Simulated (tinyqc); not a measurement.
Permittivity and interface capacitance from two thicknesses.

Inverse problem. 1/C = t/(eps0 ek) + 2/ci for planar capacitors that differ only in thickness. Find ek, ci and the EOT of the interfaces, 2 x 3.9 eps0/ci.

Constants: eps0 = 8.8541878128e-14 F/cm where lengths are in cm. Results are converted to the units shown.

C at t = 2.7 and 8.1 nm (uF/cm^2): [10.062628, 3.6612218]

Answer. 1/C is a straight line in t: the slope gives ek and the intercept 2/ci. A single thickness would give only the effective permittivity; when the interfaces are a small part of 1/C, ci needs very accurate data.

ek = 35.1
ci = 160 uF/cm^2
EOT of the interfaces = 0.0432 nm

Numbers from tinyqc (`OMP_NUM_THREADS=1 python tinyqc.py 2102117 2102118 out.jsonl`; about 0.01 s on one thread of a shared Intel Xeon 2.30GHz).
